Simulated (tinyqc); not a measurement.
# Transistor under a ferroelectric capacitor (negative capacitance), static model: effect of the ferroelectric thickness

A ferroelectric film of thickness tf lies between the gate and an inner metal at potential v, which drives an ordinary transistor. One domain, P = Q (background permittivity neglected): Vg = v + tf (2 al Q + 4 be Q^3), al = -3 sqrt(3) Ec/(4 Pr), be = 3 sqrt(3) Ec/(8 Pr^3). Gate charge Q(v) = Qi + Cp v with the channel charge Qi = Cox n Vt ln(1 + exp((v - VT)/(n Vt))). Q in uC/cm^2, E in kV/cm; 1 nm times 1 kV/cm is 1e-4 V. Domains, leakage and the switching time are left out.

C = dQ/dv = Cox/(1 + exp(-(v - VT)/(n Vt))) + Cp; dVg/dv = 1 + C tf (2 al + 12 be Q^2); gain = dv/dVg. The largest gain is taken over -0.3 V < v < 2.5 V, tc is the thickness at which dVg/dv first touches zero, the swing is n Vt ln 10 (1 + 2 al tf Cp), v solves Vg(v) = Vg, and the last column compares Qi(v) with Qi(Vg) of the transistor without the film.

Values chosen for this exercise; Pr and Ec close to those of hafnium oxide based films:
```
symbol  value     unit                                      meaning
T         350        K                                  temperature
Pr         15  uC/cm^2                        remanent polarisation
Ec       1000    kV/cm                               coercive field
Cox       3.7  uF/cm^2               capacitance of the inner oxide
Cp       0.53  uF/cm^2            overlap capacitance per gate area
VT       0.42        V            threshold of the inner transistor
n        1.17           subthreshold factor of the inner transistor
Vg       0.63        V                                 gate voltage
```

Constants: q = 1.602176634e-19 C, kB = 1.380649e-23 J/K, Vt = kB T/q. Results are converted to the units shown.

Effect of the ferroelectric thickness:

| tf (nm) | tc (nm) | largest gain | swing (mV/decade) | v at Vg (V) | Qi with/without film |
|---|---|---|---|---|---|
| 1.4 | 13.90 | 1.112 | 80.21 | 0.6598 | 1.142 |
| 1.9 | 13.90 | 1.158 | 79.84 | 0.6721 | 1.200 |
| 2.6 | 13.90 | 1.230 | 79.31 | 0.6912 | 1.291 |
| 3.5 | 13.90 | 1.337 | 78.64 | 0.7194 | 1.425 |
| 4.8 | 13.90 | 1.528 | 77.67 | 0.7696 | 1.664 |
| 6.6 | 13.90 | 1.904 | 76.33 | 0.8666 | 2.126 |
| 9 | 13.90 | 2.837 | 74.54 | 1.082 | 3.152 |
| 12 | 13.90 | 7.319 | 72.30 | 1.560 | 5.426 |

As tf goes from 1.4 to 12 nm, the largest gain rises from 1.11 to 7.32, the swing falls from 80.2 to 72.3 mV a decade and tc stays at 13.9 nm. The gain grows as 1/(1 - tf/tc), the swing falls only linearly, because below threshold the film works against the small Cp. At tf = 17 nm tf is within 2 % of tc or beyond it, so those rows are left out. For tf = 9 to 12 nm the gate charge passes 2.5 uC/cm^2, about what a silicon dioxide interlayer withstands. At tf = 12 nm the gain relies on a single-domain state close to the fold, which domains would spoil.

Numbers from tinyqc (`OMP_NUM_THREADS=1 python tinyqc.py 2860023 2860024 out.jsonl`; about 0.02 s on one thread of a shared Intel Xeon 2.30GHz).
